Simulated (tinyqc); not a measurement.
# Schottky barrier on an n-type semiconductor with a surface-enhanced doping, non-linear Poisson equation by Newton steps: Capacitance-voltage profiling

One dimension, metal at x = 0, donor density C(x) = Nd + N0 exp(-x/Ls). Energies are counted from the electron Fermi level of the semiconductor and the conduction-band edge is Ec = -psi, so n = Nc exp(psi/Vt); holes follow the Fermi level of the metal, at -V, so p = Nv exp((V - psi - Eg)/Vt). Ends: psi(0) = V - phiB and psi = Vt ln(Nd/Nc) deep inside. Boltzmann statistics, full ionisation, no current, no image force in the Poisson equation.

The Poisson equation d/dx(eps0 eps_r dpsi/dx) = -q (p - n + C) is solved on a mesh of about 1000 nodes or more that ends in neutral material. C_s = q d/dV of the integral of n over x, from the linearised equation. Probed depth w = eps0 eps_r/C_s; apparent doping N_app = C_s^3/(q eps0 eps_r dC_s/dV), the derivative by central differences over +/- 0.02 V.

Parameters, values chosen for the exercise; band and dielectric values those of a made-up semiconductor:
```
symbol    value   unit                                  meaning
T           300      K                              temperature
Eg         1.08     eV                                 band gap
eps_r      14.8                           relative permittivity
Nc      5.51e17  cm^-3   conduction-band density of states at T
Nv      1.38e19  cm^-3      valence-band density of states at T
Nd       1.4e16  cm^-3  donor density deep in the semiconductor
phiB       0.54     eV                           barrier height
N0       8.7e16  cm^-3       extra donor density at the surface
Ls           75     nm                             decay length
```

Constants: q = 1.602176634e-19 C, kB = 1.380649e-23 J/K, Vt = kB T/q, eps0 = 8.8541878128e-14 F/cm where lengths are in cm. Results are converted to the units shown.

Results:

| V (V) | C_s (nF/cm^2) | w (nm) | N_app (cm^-3) | true C(w) (cm^-3) | \|E_0\| (kV/cm) |
|---|---|---|---|---|---|
| 0 | 99.9 | 131 | 3.01e16 | 2.91e16 | 86.6 |
| -0.62 | 51.7 | 253 | 1.75e16 | 1.70e16 | 120 |
| -1.25 | 36.4 | 360 | 1.49e16 | 1.47e16 | 141 |
| -1.88 | 29.3 | 448 | 1.43e16 | 1.42e16 | 156 |
| -2.5 | 25.1 | 521 | 1.41e16 | 1.41e16 | 169 |
| -3.12 | 22.3 | 586 | 1.40e16 | 1.40e16 | 180 |
| -4.38 | 18.7 | 701 | 1.40e16 | 1.40e16 | 200 |
| -5 | 17.5 | 751 | 1.40e16 | 1.40e16 | 208 |

Estimate the missing row, V = -3.75 V.

Computed row:

| V (V) | C_s (nF/cm^2) | w (nm) | N_app (cm^-3) | true C(w) (cm^-3) | \|E_0\| (kV/cm) |
|---|---|---|---|---|---|
| -3.75 | 20.3 | 646 | 1.40e16 | 1.40e16 | 190 |

With this row back in the table: C_s falls from 99.9 to 17.5 nF/cm^2 while the probed depth goes from 131 to 751 nm. The apparent doping falls from 3.01e16 to 1.40e16 cm^-3. It departs most from the true doping at that depth for V = 0 V, where it is 3.2 % above it; the method senses the electrons at the edge of the depleted layer, which are smeared over a few Debye lengths (LD = 39 nm at Nd), so it cannot follow a doping that changes on that scale.

Program tinyqc, `OMP_NUM_THREADS=1 python tinyqc.py 2020028 2020029 out.jsonl`; Intel Xeon 2.30GHz, shared host, one thread, about 0.07 s.
